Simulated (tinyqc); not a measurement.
Inside a calculation. Model: floating body of a partially depleted SOI transistor: body voltage and kink.

Numbers from tinyqc (`OMP_NUM_THREADS=1 python tinyqc.py 2182267 2182268 out.jsonl`; about 0.2 s on one thread of a shared Intel Xeon 2.30GHz). Printed values are rounded.

Source at 0 V. Channel current Ic = 2 nf K Vt^2 [F(0) - F(Vd)](1 + la Vd), F(V) = ln^2(1 + exp((Vg - VT - nf V)/(2 nf Vt))), VT = VT0 - gb Vb. Saturation voltage Vs = 2 Vt sqrt(F(0)) + 3 Vt, excess Ve = (Vd - Vs + sqrt((Vd - Vs)^2 + 0.0004 V^2))/2, multiplication M1 = Ai Ve exp(-Bl/Ve). Each junction passes D(v) = J1 (exp(v/Vt) - 1) + J2 (exp(v/(2 Vt)) - 1). Bipolar current Ib = bb J1 (exp(Vb/Vt) - 1). The body settles where M1 (Ic + Ib) = D(Vb) + D(Vb - Vd) + Vb/Rb; drain current Id = (1 + M1)(Ic + Ib) - D(Vb - Vd).

Values chosen for this exercise; values of the order met in partially depleted silicon-on-insulator transistors: temperature T = 398 K; threshold at zero body voltage VT0 = 0.47 V; fall of the threshold per volt of body voltage gb = 0.23; slope factor nf = 1.17; gain factor per width K = 110 uA/(V^2 um); channel-length modulation factor la = 0.08 1/V; impact-ionisation prefactor Ai = 3.71 1/V; impact-ionisation voltage Bl = 7.8 V; diffusion saturation current of each junction J1 = 5.4e-9 uA/um; recombination saturation current of each junction J2 = 1.3e-7 uA/um; gain of the lateral bipolar transistor on the diffusion current bb = 0; resistance of a weak body tie to the source (1e9 stands for no tie, and the term is then dropped) Rb = 1e9 kohm um; gate voltage Vg = 1.01 V; drain voltage Vd = 2 V.

Constants: q = 1.602176634e-19 C, kB = 1.380649e-23 J/K, Vt = kB T/q. Results are converted to the units shown.

Range of the model: The multiplication law is an empirical form chosen for the exercise; self-heating and capacitive coupling to the body are left out, and the linear laws are rough once Vb passes about 0.7 V or M1 about 0.1.

## Starting value

Vb = 0.71 V.

Vb at the start = 0.71 V

## Iteration 1: new Vb

Current into the body I_in = M1 (Ic + Ib) - D(Vb - Vd), current out I_out = D(Vb) + Vb/Rb; f = ln(I_in/I_out), s = df/dVb by central differences over 1e-5 V, Vb(new) = Vb - f/s.

Ic = 26.97314 uA/um
Ve = 1.296064 V
M1 = 0.01170364
I_in = 0.3156840 uA/um
I_out = 5.287945 uA/um
f = -2.818443
s = -29.55619 1/V
Vb after iteration 1 = 0.6146412 V

## Iteration 2: new Vb

As before.

Ic = 25.31737 uA/um
Ve = 1.314806 V
M1 = 0.01293634
I_in = 0.3275142 uA/um
I_out = 0.3286904 uA/um
f = -0.003584634
s = -29.47344 1/V
Vb after iteration 2 = 0.6145196 V

## Course of the iteration

Stop when the step is below 1e-10 V, or after 40 iterations.

Course of the iteration:
```
iteration  Vb before the step (V)   step (V)
1                            0.71    -0.0954
2                       0.6146412   -1.22e-4
3                       0.6145196  -2.93e-10
4                       0.6145196    < 1e-14
```

Converged in 4 iterations.

## Drain current with floating and with grounded body

converged Vb = 0.6145196 V

Id and VT at the converged Vb, Id at Vb = 0, their ratio, and the bipolar share Ib/(Ic + Ib).

VT = 0.3286605 V
Id, floating = 25.64282 uA/um
Id, grounded = 16.27663 uA/um
ratio = 1.575438
bipolar share = 0.000000 %

The body rises to 0.615 V and lowers the threshold by 141 mV.
